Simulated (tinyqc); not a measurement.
# Van der Pauw, Hall and four-point-probe measurements on a doped layer: correction factor against the shape of the sample

A uniform p-type layer with sheet resistance Rs = 1/(q ns mu), point contacts, low field (mu B small).

Rs = 1/(q ns mu). For a rectangle with contacts at the corners, RA = (8 Rs/pi) sum_(k>=0) ln coth((2k + 1) pi a/(2 b)) with current along a short side b and voltage along the opposite one, RB the same with a and b exchanged. ar = a/b. F = Rs/[(pi/ln 2)(RA + RB)/2]; small-asymmetry estimate 1 - (ln 2/2) d^2 - ((ln 2)^2/4 - (ln 2)^3/12) d^4 with d = (RB - RA)/(RB + RA).

Inputs (values chosen for the exercise): sheet density of the layer ns = 1e12 cm^-2; drift mobility mu = 210 cm^2/(V s).

Constants: q = 1.602176634e-19 C. Results are converted to the units shown.

Correction factor against the shape of the sample:
```
ar	RA (ohm)	RB (ohm)	RB/RA	F	estimate of F
1	6558	6558	1.000	1.000	1.000
1.34	2249	1.470e4	6.536	0.7740	0.7861
1.69	748.6	2.437e4	32.55	0.5221	0.6213
2.03	257.3	3.423e4	133.1	0.3803	0.5767
2.37	88.40	4.425e4	500.6	0.2958	0.5653
2.71	30.38	5.433e4	1788	0.2413	0.5623
3.06	10.12	6.472e4	6397	0.2026	0.5614
3.4	3.477	7.482e4	2.152e4	0.1753	0.5612
```

RB/RA rises from 1.00 to 21500 and F falls from 1.00 to 0.175. The estimate is 19 % above F at a/b = 1.69 and 3.20 times it in the last row. RA shrinks about as exp(-pi a/b): by a factor of 2.91 between the last two rows, against 2.91.

Program tinyqc, `OMP_NUM_THREADS=1 python tinyqc.py 2850178 2850179 out.jsonl`; Intel Xeon 2.30GHz, shared host, one thread, about 0.04 s.
